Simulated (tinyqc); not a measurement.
Ways to converge the cycle: SCF convergence aids in the sto-6g basis, for H6, spin multiplicity 1. Computed by the program tinyqc with PySCF. RHF with one setting changed at a time; a run stops when the energy changes by less than 1e-09 hartree and the error matrix is below 1e-5. The start is the Wolfsberg-Helmholz matrix. Damping d keeps d of the old density; a shift (hartree) raises the virtual levels; DIIS n extrapolates F over n matrices.

Geometry (angstrom):
```
atom,x,y,z
H,0.0000,0.0000,0.0000
H,0.0000,0.0000,1.0720
H,0.0000,0.0000,2.9520
H,0.0000,0.0000,4.0240
H,0.0000,0.0000,5.9050
H,0.0000,0.0000,6.9770
```

lowest restricted solution found by these runs and by PySCF = -3.153262 hartree

Largest element of the error matrix X^T (FDS - SDF) X:
```
iteration,plain,damping 0.3,damping 0.6,shift 0.4,DIIS 3,DIIS 8
1,1.2e-01,1.2e-01,1.2e-01,1.2e-01,1.2e-01,1.2e-01
2,8.7e-03,3.7e-02,7.4e-02,4.0e-02,8.7e-03,8.7e-03
3,2.1e-03,1.1e-02,4.4e-02,1.2e-02,2.0e-03,2.0e-03
4,5.1e-04,3.6e-03,2.6e-02,4.1e-03,3.1e-05,3.1e-05
5,1.2e-04,1.7e-03,1.6e-02,2.0e-03,3.7e-06,7.3e-07
6,3.0e-05,8.1e-04,9.3e-03,9.9e-04,3.3e-08,9.8e-08
8,1.8e-06,1.8e-04,3.3e-03,2.3e-04,-,-
10,-,4.0e-05,1.3e-03,5.5e-05,-,-
14,-,2.0e-06,3.2e-04,-,-,-
20,-,-,3.7e-05,-,-,-
30,-,-,1.0e-06,-,-,-
```

How each run ends:
```
run,iterations,E (hartree),state
plain,8,-3.153262,lowest found
damping 0.3,16,-3.153262,lowest found
damping 0.6,34,-3.153262,lowest found
shift 0.4,13,-3.153262,lowest found
DIIS 3,6,-3.153262,lowest found
DIIS 8,6,-3.153262,lowest found
```

What does the comparison show, and why?

6 of 6 runs reach the lowest restricted solution found, in 6 to 34 iterations (fastest: DIIS 3, DIIS 8). Plain steps already contract here, so damping only slows them. DIIS 3 and DIIS 8 gain by cancelling the error over several earlier matrices, much as a quasi-Newton step does.
